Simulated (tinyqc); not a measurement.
Competing polymorphs of an oxide film: bulk, surface, grain-boundary, dopant and field terms: one step, computed by the program tinyqc.

Phases: monoclinic m (reference), polar orthorhombic o, tetragonal t. Free energies per formula unit (f.u.); 1 J/m^2 x angstrom^3/nm = 6.241509 meV.

Task: Phase shares in a spread of grain sizes. With G = b + gamma Omega A (b the bulk free energy per formula unit, A the area per volume), two phases i, j cross at A_ij = (b_j - b_i)/(Omega (gamma_i - gamma_j)); o has a window only if A_mo < A_ot. Grain radii are log-normal by volume with median R and width sigma; the share with A above A* is that with radius below R*, R* = f_b/(A* - 2/h) (all grains if A* <= 2/h), share = (1/2) erfc[-ln(R*/R)/(sqrt 2 sigma)]. Effective permittivity of a layer of thickness h built of such grains, taken in parallel: sum of share x eps; EOT = interlayer + 3.9 h/eps.

Inputs (values chosen for the exercise, for a model oxide):

| quantity | value | unit |
|---|---|---|
| surface energy of m | 3.27 | J/m^2 |
| surface energy of o | 2.88 | J/m^2 |
| surface energy of t | 2.76 | J/m^2 |
| grain-boundary energy over surface energy | 0.59 | - |
| volume per formula unit Omega | 32.6 | angstrom^3 |
| film thickness h | 13 | nm |
| temperature T | 900 | K |
| interlayer thickness (SiO2) | 0.94 | nm |

Geometry: columnar grains in a film.

permittivities of m, o, t: 17  30  40

b (meV/f.u.): m 0.00, o 26.92, t -24.50

Give: volume shares; share of o; effective permittivity; equivalent oxide thickness.

Result:

volume shares: m 0, o 0, t 1

share of o = 0

effective permittivity = 40

equivalent oxide thickness = 2.2075 nm

One phase holds nearly all the volume.
